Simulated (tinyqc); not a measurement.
Optical transitions of a finite quantum well: one step. Confinement energies. Two cases, with inputs chosen for the exercise.

Problem. Up to three levels for each carrier.

Each carrier sees a square well of width L with its own depth V and masses m (inside), mb (outside); c = hbar^2/2m0, k = sqrt(m E/c), kappa = sqrt(mb (V - E)/c), and level n solves k L + 2 atan[(k/m)/(kappa/mb)] = n pi. The envelope is cos(kz) for odd n and sin(kz) for even n inside, joins exp(-kappa (|z| - L/2)) outside, and is normalised to 1. Excitons and band mixing are left out.

Constants: hbar^2/2m0 = 3.80998211 eV angstrom^2.

Case 1.

Values chosen (near those of a GaAs well in AlGaAs; shifted at random, so the results belong to these values and not to a real crystal): L = 112 angstrom (well width); Eg = 1.507 eV (gap of the well); Vc = 0.17 eV (conduction offset); Vv = 0.09 eV (valence offset); me = 0.0657 m0 (electron, well); meb = 0.0844 m0 (electron, barrier); mh = 0.359 m0 (heavy hole along z, well); mhb = 0.412 m0 (heavy hole, barrier); ml = 0.0878 m0 (light hole along z, well); mlb = 0.1064 m0 (light hole, barrier).

Case 2.

Values chosen (near those of a GaAs well in AlGaAs; shifted at random, so the results belong to these values and not to a real crystal): L = 58 angstrom (well width); Eg = 1.503 eV (gap of the well); Vc = 0.292 eV (conduction offset); Vv = 0.163 eV (valence offset); me = 0.0652 m0 (electron, well); meb = 0.0969 m0 (electron, barrier); mh = 0.355 m0 (heavy hole along z, well); mhb = 0.405 m0 (heavy hole, barrier); ml = 0.0872 m0 (light hole along z, well); mlb = 0.1115 m0 (light hole, barrier).

Give: a table of level, E (eV), k (1/angstrom), kappa (1/angstrom).

Solution.

Case 1.

Levels:
```
level  E (eV)  k (1/angstrom)  kappa (1/angstrom)
e1     0.0240         0.02035             0.05687
e2     0.0933         0.04010             0.04123
hh1    0.0057         0.02319             0.09547
hh2    0.0226         0.04618             0.08535
hh3    0.0499         0.06855             0.06588
lh1    0.0165         0.01948             0.04532
lh2    0.0621         0.03782             0.02793
```

Case 2.

Levels:
```
level  E (eV)  k (1/angstrom)  kappa (1/angstrom)
e1     0.0672         0.03390             0.07562
e2     0.2498         0.06538             0.03277
hh1    0.0185         0.04156             0.12392
hh2    0.0723         0.08207             0.09820
hh3    0.1492         0.11790             0.03832
lh1    0.0468         0.03271             0.05833
lh2    0.1572         0.05998             0.01305
```

Computed by tinyqc, one run a case: `OMP_NUM_THREADS=1 python tinyqc.py N N+1 out.jsonl` with N = 1282562, 1282587; one thread of a shared Intel(R) Xeon(R) Processor @ 2.30GHz, about 0.1 s a run at most.
